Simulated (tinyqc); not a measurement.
Inside a calculation. Method: Hueckel theory of the pi electrons, for the molecule C=Cc1ccc2ccccc(F)c1-2 (SMILES; centres numbered as the heavy atoms are written). Computed by tinyqc, a small Python program that keeps every step. Settings: charge = 0. Command: `OMP_NUM_THREADS=1 python tinyqc.py 24497 24498 out.jsonl` (the two numbers bound the seeds that draw the settings). One thread of a shared host (Intel(R) Xeon(R) Processor @ 2.60GHz), about 0.01 s of CPU time with the checks.

## The Hueckel matrix

Centres:
```
centre  z_r, pi electrons of the neutral centre        h
1C                                            1  0.00000
2C                                            1  0.00000
3C                                            1  0.00000
4C                                            1  0.00000
5C                                            1  0.00000
6C                                            1  0.00000
7C                                            1  0.00000
8C                                            1  0.00000
9C                                            1  0.00000
10C                                           1  0.00000
11C                                           1  0.00000
12F                                           2  2.59000
13C                                           1  0.00000
```

Bonds:
```
i    j        k
1    2        1
2    3        1
3    4        1
4    5        1
5    6        1
6    7        1
7    8        1
8    9        1
9   10        1
10  11        1
11  12  0.75000
11  13        1
13   3        1
13   6        1
```

H_rr = alpha + h_r beta, H_rs = k_rs beta for bonded centres.

Hueckel matrix in units of beta (H = alpha + beta A):
```
          1C       2C       3C       4C       5C       6C       7C       8C
1C   0.00000  1.00000  0.00000  0.00000  0.00000  0.00000  0.00000  0.00000
2C   1.00000  0.00000  1.00000  0.00000  0.00000  0.00000  0.00000  0.00000
3C   0.00000  1.00000  0.00000  1.00000  0.00000  0.00000  0.00000  0.00000
4C   0.00000  0.00000  1.00000  0.00000  1.00000  0.00000  0.00000  0.00000
5C   0.00000  0.00000  0.00000  1.00000  0.00000  1.00000  0.00000  0.00000
6C   0.00000  0.00000  0.00000  0.00000  1.00000  0.00000  1.00000  0.00000
7C   0.00000  0.00000  0.00000  0.00000  0.00000  1.00000  0.00000  1.00000
8C   0.00000  0.00000  0.00000  0.00000  0.00000  0.00000  1.00000  0.00000
9C   0.00000  0.00000  0.00000  0.00000  0.00000  0.00000  0.00000  1.00000
10C  0.00000  0.00000  0.00000  0.00000  0.00000  0.00000  0.00000  0.00000
11C  0.00000  0.00000  0.00000  0.00000  0.00000  0.00000  0.00000  0.00000
12F  0.00000  0.00000  0.00000  0.00000  0.00000  0.00000  0.00000  0.00000
13C  0.00000  0.00000  1.00000  0.00000  0.00000  1.00000  0.00000  0.00000

          9C      10C      11C      12F      13C
1C   0.00000  0.00000  0.00000  0.00000  0.00000
2C   0.00000  0.00000  0.00000  0.00000  0.00000
3C   0.00000  0.00000  0.00000  0.00000  1.00000
4C   0.00000  0.00000  0.00000  0.00000  0.00000
5C   0.00000  0.00000  0.00000  0.00000  0.00000
6C   0.00000  0.00000  0.00000  0.00000  1.00000
7C   0.00000  0.00000  0.00000  0.00000  0.00000
8C   1.00000  0.00000  0.00000  0.00000  0.00000
9C   0.00000  1.00000  0.00000  0.00000  0.00000
10C  1.00000  0.00000  1.00000  0.00000  0.00000
11C  0.00000  1.00000  0.00000  0.75000  1.00000
12F  0.00000  0.00000  0.75000  2.59000  0.00000
13C  0.00000  0.00000  1.00000  0.00000  0.00000
```

## Orbitals

pi electrons, sum of z_r less the charge = 14

Diagonalise; E = alpha + x beta with beta < 0, so the largest x are filled first; degenerate levels share their electrons. P = sum n_i c_ri c_si; each orbital has its largest coefficient positive (the first on a tie).

x values: [2.88183, 2.31196, 1.72882, 1.38930, 1.10359, 0.82561, 0.35211, -0.43787, -0.65986, -1.06213, -1.72777, -1.93339, -2.18220]

occupations: [2.00000, 2.00000, 2.00000, 2.00000, 2.00000, 2.00000, 2.00000, 0.00000, 0.00000, 0.00000, 0.00000, 0.00000, 0.00000]

coefficients:
```
         MO1       MO2       MO3       MO4       MO5       MO6       MO7       MO8
1C   0.01322   0.09398  -0.17346  -0.25963  -0.36046  -0.22327   0.51613  -0.05826
2C   0.03811   0.21728  -0.29989  -0.36071  -0.39780  -0.18433   0.18174   0.02551
3C   0.09660   0.40836  -0.34499  -0.24150  -0.07855   0.07108  -0.45214   0.04709
4C   0.05186   0.31522  -0.23643   0.08344  -0.06204   0.58594  -0.11673  -0.31713
5C   0.05285   0.32041  -0.06376   0.35742   0.01008   0.41267   0.41104   0.09177
6C   0.10044   0.42556   0.12621   0.41313   0.07317  -0.24523   0.26146   0.27695
7C   0.04818   0.25186   0.34205   0.27478  -0.30249  -0.27222  -0.09477  -0.48404
8C   0.03841   0.15672   0.46514  -0.03137  -0.40699   0.02049  -0.29483  -0.06501
9C   0.06251   0.11048   0.46209  -0.31836  -0.14666   0.28913  -0.00905   0.51250
10C  0.14174   0.09870   0.33373  -0.41094   0.24513   0.21822   0.29164  -0.15940
11C  0.34595   0.11772   0.11487  -0.25255   0.41719  -0.10897   0.11174  -0.44271
12F  0.88910  -0.31755  -0.10004   0.15775  -0.21050   0.04632  -0.03745   0.10966
13C  0.18842   0.41162  -0.06010  -0.05825   0.37315  -0.34293  -0.22421   0.27100

          MO9      MO10      MO11      MO12      MO13
1C   -0.41553  -0.47060  -0.15987  -0.10525  -0.11472
2C    0.27419   0.49984   0.27621   0.20348   0.25035
3C    0.23460  -0.06030  -0.31737  -0.28816  -0.43158
4C   -0.13543  -0.31967   0.33277   0.35051   0.13996
5C   -0.14524   0.39983  -0.25758  -0.38952   0.12617
6C    0.23126  -0.10500   0.11228   0.40258  -0.41529
7C    0.28620  -0.17217   0.12424  -0.39196   0.22857
8C   -0.42012   0.28787  -0.32693   0.35523  -0.08350
9C   -0.00898  -0.13358   0.44063  -0.29484  -0.04636
10C   0.42605  -0.14599  -0.43437   0.21482   0.18466
11C  -0.27215   0.28864   0.30987  -0.12048  -0.35661
12F   0.06281  -0.05928  -0.05382   0.01998   0.05604
13C  -0.29357  -0.11613  -0.06064   0.00314   0.55150
```

charge and bond-order matrix P:
```
           1C        2C        3C        4C        5C        6C        7C        8C
1C    1.10536   0.88988  -0.11745  -0.23809   0.13091   0.15099   0.02906  -0.13469
2C    0.88988   0.98791   0.43790   0.01347  -0.08710  -0.05391   0.01630   0.02377
3C   -0.11745   0.43790   1.13817   0.58890  -0.17136  -0.20244  -0.05920   0.16310
4C   -0.23809   0.01347   0.58890   1.05143   0.68367  -0.06953  -0.21146   0.02095
5C    0.13091  -0.08710  -0.17136   0.68367   1.15326   0.57657   0.01062  -0.21091
6C    0.15099  -0.05391  -0.20244  -0.06953   0.57657   1.02330   0.57712   0.00882
7C    0.02906   0.01630  -0.05920  -0.21146   0.01062   0.57712   0.86568   0.67455
8C   -0.13469   0.02377   0.16310   0.02095  -0.21091   0.00882   0.67455   0.99272
9C   -0.00529   0.01210   0.00957   0.16364   0.01915  -0.20782   0.13586   0.62584
10C   0.14679  -0.01949  -0.19500   0.00777   0.16673  -0.06147  -0.25654   0.01551
11C  -0.01420  -0.06031   0.02363  -0.19192  -0.07285   0.16294  -0.18182  -0.22376
12F   0.00904   0.01276  -0.02122   0.05480   0.01921  -0.05969   0.05321   0.06113
13C  -0.21389   0.01935   0.53756  -0.09808  -0.21011   0.43044   0.15581  -0.09435

           9C       10C       11C       12F       13C
1C   -0.00529   0.14679  -0.01420   0.00904  -0.21389
2C    0.01210  -0.01949  -0.06031   0.01276   0.01935
3C    0.00957  -0.19500   0.02363  -0.02122   0.53756
4C    0.16364   0.00777  -0.19192   0.05480  -0.09808
5C    0.01915   0.16673  -0.07285   0.01921  -0.21011
6C   -0.20782  -0.06147   0.16294  -0.05969   0.43044
7C    0.13586  -0.25654  -0.18182   0.05321   0.15581
8C    0.62584   0.01551  -0.22376   0.06113  -0.09435
9C    0.87237   0.65862   0.14882  -0.06270  -0.20765
10C   0.65862   1.00569   0.62770  -0.11190   0.04492
11C   0.14882   0.62770   0.81786   0.24364   0.57888
12F  -0.06270  -0.11190   0.24364   1.94816  -0.10480
13C  -0.20765   0.04492   0.57888  -0.10480   1.03810
```

## Energy, charges, bond orders

E = sum n x; q_r = z_r - P_rr; bond order p = P_rs; free valence = sqrt(3) - sum of p over the bonds of the atom.

pi energy = 14 alpha + this times beta = 21.18645

pi charges: 1C -0.10536, 2C 0.01209, 3C -0.13817, 4C -0.05143, 5C -0.15326, 6C -0.02330, 7C 0.13432, 8C 0.00728, 9C 0.12763, 10C -0.00569, 11C 0.18214, 12F 0.05184, 13C -0.03810

Bond orders and lengths from R = 1.517 - 0.180 p (angstrom, C-C alone):
```
bond         p        R
1-2    0.88988  1.35682
2-3    0.43790  1.43818
3-4    0.58890  1.41100
4-5    0.68367  1.39394
5-6    0.57657  1.41322
6-7    0.57712  1.41312
7-8    0.67455  1.39558
8-9    0.62584  1.40435
9-10   0.65862  1.39845
10-11  0.62770  1.40401
11-12  0.24364        -
11-13  0.57888  1.41280
13-3   0.53756  1.42024
13-6   0.43044  1.43952
```

free valence of the carbons: 1C 0.84217, 2C 0.40427, 3C 0.16768, 4C 0.45948, 5C 0.47181, 6C 0.14792, 7C 0.48038, 8C 0.43166, 9C 0.44759, 10C 0.44573, 11C 0.28184, 13C 0.18516

gap between the highest filled and the next level = 0.78998 |beta|
